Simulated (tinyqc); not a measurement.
Thermal, flicker and telegraph noise of a field-effect transistor: one step, computed by the program tinyqc. Command: `OMP_NUM_THREADS=1 python tinyqc.py 3004066 3004067 out.jsonl noise walk`. One thread of a shared host (Intel(R) Xeon(R) Processor @ 2.30GHz), about 0.01 s of CPU time with the checks.

Strong inversion, threshold roll-off and channel-length modulation left out; noise sources are uncorrelated and are given as one-sided spectral densities.

Problem. Operating point. C_ox = 3.9 eps_0/t; V_c = 2 v_s L/mu; I = W C_ox v_s V_ov^2/(V_ov + V_c); g_m = W C_ox v_s V_ov (V_ov + 2 V_c)/(V_ov + V_c)^2; g_d0 = mu C_ox (W/L) V_ov.

Inputs (values chosen for the exercise, modelled on a silicon n-channel): width W = 0.88 micrometre; length L = 24 nm; electrical oxide thickness t = 1.8 nm; mobility mu = 200 cm^2/(V s); saturation velocity v_s = 0.72 1e7 cm/s; overdrive V_ov = 0.28 V.

Operating region: saturation. Flicker model: number with correlated mobility.

Constants: eps_0 = 8.8541878128e-12 F/m.

Give: C_ox; drain current I; g_m; g_d0.

Solution.

C_ox = 1.918 microfarad/cm^2

drain current I = 210.5 microampere

g_m = 1038 microsiemens

g_d0 = 3939 microsiemens
